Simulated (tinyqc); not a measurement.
Bond-orbital model of a tetrahedral semiconductor (Harrison's universal couplings): one step. Metallicity and a gap from the bond picture. Four cases, with inputs chosen for the exercise.

Task: Neighbouring bonds couple through V1: averaged V1b = V1c (1 - ap)/2 + V1a (1 + ap)/2 for the bond band and V1x = V1c (1 + ap)/2 + V1a (1 - ap)/2 for the antibond band. The top of the bond band lies V1b above the bond level and the bottom of the antibond band 3 V1x below the antibond level, so the gap is 2 sqrt(V2^2 + V3^2) - V1b - 3 V1x; metallicity am = (V1b + 3 V1x)/(2 sqrt(V2^2 + V3^2)).

Hybrid level eh = (es + 3 ep)/4; metallic energy V1 = (ep - es)/4 for each atom; covalent energy V2 = 3.22 hbar^2/(m d^2); polar energy V3 = (ehc - eha)/2; hbar^2/m = 2c, c = hbar^2/2m0. Polarity ap = V3/sqrt(V2^2 + V3^2), covalency ac = V2/sqrt(V2^2 + V3^2). p-p coupling at Gamma Exx = (4/3)(2.22 - 2 x 0.63) hbar^2/(m d^2) = 1.28 hbar^2/(m d^2), s-s coupling Ess = 4 x 1.32 hbar^2/(m d^2).

Give: V1b, V1x; gap; am.

Case 1.

V1 (eV): cation 1.430000, anion 2.397500

V2, V3 (eV): 4.087678  2.158750

ap = 0.466989

Result:

V1b, V1x (eV): 2.1397  1.6878

gap = 2.042 eV
am = 0.779

Case 2.

V1 (eV): cation 1.200000, anion 2.497500

V2, V3 (eV): 3.773362  2.733750

ap = 0.586695

Result:

V1b, V1x (eV): 2.2294  1.4681

gap = 2.685 eV
am = 0.712

Case 3.

V1 (eV): cation 2.000000, anion 2.000000

V2, V3 (eV): 10.345878  0.000000

ap = 0.000000

Result:

V1b, V1x (eV): 2.0000  2.0000

gap = 12.692 eV
am = 0.387

Case 4.

V1 (eV): cation 1.490000, anion 3.032500

V2, V3 (eV): 6.386996  4.776250

ap = 0.598876

Result:

V1b, V1x (eV): 2.7231  1.7994

gap = 7.829 eV
am = 0.509

The gap closes where am reaches one. The model gives trends; its gap can miss the real one by a factor of two to five, most in ratio for narrow gaps and most in eV for first-row compounds.

Computed by tinyqc, one run a case: `OMP_NUM_THREADS=1 python tinyqc.py N N+1 out.jsonl` with N = 1451457, 1451748, 1451884, 1451936; one thread of a shared Intel(R) Xeon(R) Processor @ 2.30GHz, about 0.01 s a run at most.
